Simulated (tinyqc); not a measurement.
Frequency dispersion of an accumulation capacitance by border traps, distributed model: one step of the calculation.

Traps spread evenly through the insulator exchange electrons with the semiconductor by tunnelling, with tau(x) = t0 exp(2 ka x) at depth x from the interface. The admittance per area Y seen at depth x obeys dY/dx = -Y^2/(i w eps0 eox) + q Nb ln(1 + i w tau)/tau, with Y(0) = i w Cs and w = 2 pi f; the gate sees Y(tox) = G + i w C. Working variable y = Y/(i w), in uF/cm^2. Cox = eps0 eox/tox.

Problem. Scales and lumped estimate. Cox; trap-free value 1/(1/Cox + 1/Cs); response depth d = ln(1/(w t0))/(2 ka), where w tau = 1; lumped estimate: all traps within d act as C_bt = q Nb d placed at d/2, so C = 1/{1/[1/(1/Cs + d/(2 eps0 eox)) + C_bt] + (tox - d/2)/(eps0 eox)}.

Values chosen for this exercise; permittivity close to that of silicon dioxide:
```
symbol,value,unit,meaning
eox,3.93,,relative permittivity of the insulator
tox,4.3,nm,insulator thickness
Cs,4.6,uF/cm^2,semiconductor capacitance in accumulation
Nb,6e19,cm^-3 eV^-1,density of border traps
ka,3,1/nm,decay constant of the wave function in the insulator
t0,1e-11,s,time constant of a trap at the interface
f,1e6,Hz,frequency
```

Constants: q = 1.602176634e-19 C, eps0 = 8.8541878128e-14 F/cm where lengths are in cm. Results are converted to the units shown.

Wanted: Cox; trap-free C; d; C_bt; lumped C.

Solution.

Cox = 0.8092 uF/cm^2
trap-free C = 0.6882 uF/cm^2
d = 1.613 nm
C_bt = 1.550 uF/cm^2
lumped C = 0.7881 uF/cm^2

The traps within reach amount to 0.337 Cs and lie in the first 37.5 % of the insulator.

Numbers from tinyqc (`OMP_NUM_THREADS=1 python tinyqc.py 2202030 2202031 out.jsonl`; about 0.5 s on one thread of a shared Intel Xeon 2.30GHz).
